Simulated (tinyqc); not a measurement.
Worked calculation: averaged masses of warped heavy- and light-hole bands. Values are carried at full precision from step to step, so a last printed digit may differ when a step is redone from the rounded ones.

Constants: Ry = 13.60569312 eV; a0 (Bohr radius) = 0.5291772105 angstrom; kB = 8.617333262e-05 eV/K; hbar^2/2m0 = 3.80998211 eV angstrom^2.

Inputs chosen for the exercise (near those of GaP; shifted at random, so the results belong to these values and not to a real crystal):
- g1 = 4.04 (Luttinger gamma1)
- g2 = 0.49 (gamma2)
- g3 = 1.25 (gamma3)
- eps = 11.12 (dielectric constant)
- mso = 0.254 m0 (split-off mass)
- Dso = 0.08 eV (spin-orbit splitting)
- T = 77 K (temperature)

## Other forms of the parameters

Dresselhaus-Kip-Kittel form E = c [A k^2 -/+ sqrt(B^2 k^4 + C^2 (kx^2 ky^2 + ky^2 kz^2 + kz^2 kx^2))] with A = g1, B = 2 g2, C^2 = 12 (g3^2 - g2^2). Spherical form: mu = (6 g3 + 4 g2)/(5 g1), delta = (g3 - g2)/g1, masses 1/(g1 (1 -/+ mu)). Effective rydberg R* = Ry/(g1 eps^2) and radius a* = a0 g1 eps.

A, B, |C|: 4.040  0.980  3.984

mu, delta: 0.4683  0.1881

spherical masses, heavy and light (m0): 0.4655  0.1686

R* = 27.24 meV
a* = 23.8 angstrom

delta/mu = 0.40 measures the warping against the spherical splitting.

## Masses along six directions

Four-band hole energies E = c k^2 f(u), c = hbar^2/2m0, f = g1 -/+ 2 sqrt(g2^2 + 3 (g3^2 - g2^2) s), s = ux^2 uy^2 + uy^2 uz^2 + uz^2 ux^2 for the unit vector u; minus for heavy, plus for light holes; the mass along u is 1/f.

Give s and both masses.

Masses (m0):
```
direction,s,heavy,light
[100],0.00000,0.3268,0.1992
[110],0.25000,0.5494,0.1597
[111],0.33333,0.6494,0.1529
[210],0.16000,0.4610,0.1692
[221],0.29630,0.6022,0.1558
[321],0.25000,0.5494,0.1597
```

The heavy mass grows by a factor of 1.99 from [100] to [111] while the light one shrinks by 23 %; 1/m_heavy + 1/m_light = 2 g1 in every direction.

## Density-of-states masses from three directions

m_d^(3/2) is the angular mean of m(u)^(3/2). The rule mean = (10 F[100] + 16 F[110] + 9 F[111])/35 is exact for cubic harmonics up to sixth order. Total m_d = (m_h^(3/2) + m_l^(3/2))^(2/3).

m^(3/2):
```
direction,heavy,light
[100],0.18682,0.08891
[110],0.40722,0.06385
[111],0.52326,0.05979
```

m_d heavy, light (m0): 0.5192  0.1698

total = 0.5820 m0
share of light holes = 15.8 %

## Averages on a grid

Grid: n x n midpoints in cos(theta) from 0 to 1 and phi from 0 to pi/2, equal weights. m_d = <f^(-3/2)>^(2/3). Conductivity mass for one scattering time: 1/m_c = <|w|^2 f^(-5/2)>/<f^(-3/2)> with w = grad_k(k^2 f)/(2 k), that is |w|^2 = f^2 + |angular gradient of f|^2/4.

Use n = 40.

m_d heavy, light (m0): 0.5084  0.1665

m_c heavy, light (m0): 0.4457  0.1630

The three-direction rule differs from the grid by +2.11 % for heavy holes. Warping makes m_c of the heavy holes 12 % smaller than m_d; on a sphere the two are equal.

## Effective density of states

Nv = 2 (kT/(4 pi c))^(3/2) [m_h^(3/2) + m_l^(3/2) + mso^(3/2) exp(-Dso/kT)], c = hbar^2/2m0, parabolic bands, m_h and m_l the density-of-states masses from the grid; 1 angstrom^-3 = 1e24 cm^-3.

prefactor = 3.2631e+18 cm^-3

the three terms: 0.36254  0.06792  0.00000

Nv = 1.405e+18 cm^-3

shares (%): 84.2  15.8  0.0

kT/Dso = 0.08, small enough for the four-band form.

## Checks

- m_d and m_c of heavy holes for g2 = g3 against 1/(g1 - 2 g3): they agree to 1e-10 or better.
- m_d of heavy holes on grids of 40 and 160: both 0.5084.

tinyqc: `OMP_NUM_THREADS=1 python tinyqc.py 1051184 1051185 out.jsonl`; about 0.01 s, one thread, shared Intel(R) Xeon(R) Processor @ 2.30GHz.
